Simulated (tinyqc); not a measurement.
# Energy and delay of logic against supply voltage: two studies

One expression serves below and above threshold: I(Vg) = Ik [ln(1 + exp((Vg - VT + dd V)/(al nf Vt)))]^al, with I_on = I(V) and I_off = I(0). Gate delay td = kd C V/I_on, clock period LD td. Per gate and cycle the switching energy is act C V^2 and the leakage energy I_off V LD td. No short-circuit current, no variation. Minima are sought above 0.09 V; below a few Vt gates no longer switch and the model has no meaning.

Inputs (values chosen for the exercise); values of the order met in logic technologies: temperature T = 358 K; threshold voltage at zero drain bias VT = 0.3 V; slope factor nf = 1.35; barrier lowering per volt of supply dd = 0.03; specific current of a gate Ik = 1.8 uA; exponent of the current law al = 1.82; load capacitance of a gate C = 0.9 fF; delay factor kd = 0.8; logic depth LD = 16; activity factor act = 0.05.

Constants: q = 1.602176634e-19 C, kB = 1.380649e-23 J/K, Vt = kB T/q. Results are converted to the units shown.

Each table varies one quantity; the others keep the values above.

## Energy and delay against supply voltage

EDP = energy times td.

Energy and delay against supply voltage:

| V (V) | I_on (uA) | I_off (nA) | td (ps) | switching (aJ) | leakage (aJ) | energy (aJ) | EDP (fJ ps) |
|---|---|---|---|---|---|---|---|
| 0.15 | 0.04823 | 1.465 | 2239 | 1.012 | 7.874 | 8.887 | 19.90 |
| 0.27 | 0.6247 | 1.596 | 311.2 | 3.280 | 2.146 | 5.426 | 1.689 |
| 0.38 | 3.619 | 1.726 | 75.60 | 6.498 | 0.7935 | 7.291 | 0.5512 |
| 0.5 | 12.45 | 1.880 | 28.92 | 11.25 | 0.4351 | 11.69 | 0.3380 |
| 0.62 | 27.56 | 2.048 | 16.20 | 17.30 | 0.3290 | 17.63 | 0.2855 |
| 0.73 | 46.43 | 2.215 | 11.32 | 23.98 | 0.2928 | 24.27 | 0.2748 |
| 0.85 | 72.05 | 2.412 | 8.494 | 32.51 | 0.2786 | 32.79 | 0.2785 |
| 0.97 | 102.7 | 2.627 | 6.804 | 42.34 | 0.2774 | 42.62 | 0.2900 |
| 1.08 | 134.9 | 2.840 | 5.763 | 52.49 | 0.2829 | 52.77 | 0.3041 |
| 1.2 | 174.6 | 3.093 | 4.949 | 64.80 | 0.2939 | 65.09 | 0.3221 |

td falls from 2240 to 4.95 ps; the energy goes from 8.89 through a minimum of 5.43 (at V = 0.27 V among the rows listed) to 65.1 aJ and the EDP goes from 19.9 through a minimum of 0.275 (at V = 0.73 V among the rows listed) to 0.322 fJ ps. The exact minima lie at V = 0.267 V for the energy and 0.749 V for the EDP. Going from 1.2 V to the energy minimum saves a factor of 12.0 in energy and costs a factor of 65.6 in delay. Below the minimum the leakage energy rises faster than the switching energy falls, because the clock period grows so steeply.

## Optimum supplies against the activity factor

Same model as above.

V_min minimises the energy and V_EDP the product of energy and td.

Optimum supplies against the activity factor:

| act | V_min (V) | energy at V_min (aJ) | leakage share (%) | clock at V_min (MHz) | V_EDP (V) | clock at V_EDP (GHz) |
|---|---|---|---|---|---|---|
| 0.002 | 0.4828 | 0.8821 | 52.44 | 1938 | 0.9074 | 8.234 |
| 0.005 | 0.4131 | 1.410 | 45.54 | 1137 | 0.8240 | 6.959 |
| 0.01 | 0.3662 | 2.084 | 42.07 | 714.1 | 0.7863 | 6.382 |
| 0.02 | 0.3226 | 3.136 | 40.26 | 423.3 | 0.7638 | 6.038 |
| 0.05 | 0.2673 | 5.425 | 40.74 | 192.7 | 0.7485 | 5.805 |

What does the table show?

As act goes from 0.002 to 0.05, V_min falls from 0.483 to 0.267 V, the energy there rises from 0.882 to 5.42 aJ, the clock there falls from 1940 to 193 MHz and V_EDP falls from 0.907 to 0.749 V. act and LD enter V_min only through the ratio act/LD.

Computed by the program tinyqc: `OMP_NUM_THREADS=1 python tinyqc.py 2082035 2082036 out.jsonl`, one thread of a shared Intel Xeon 2.30GHz, about 0.01 s for the whole run.
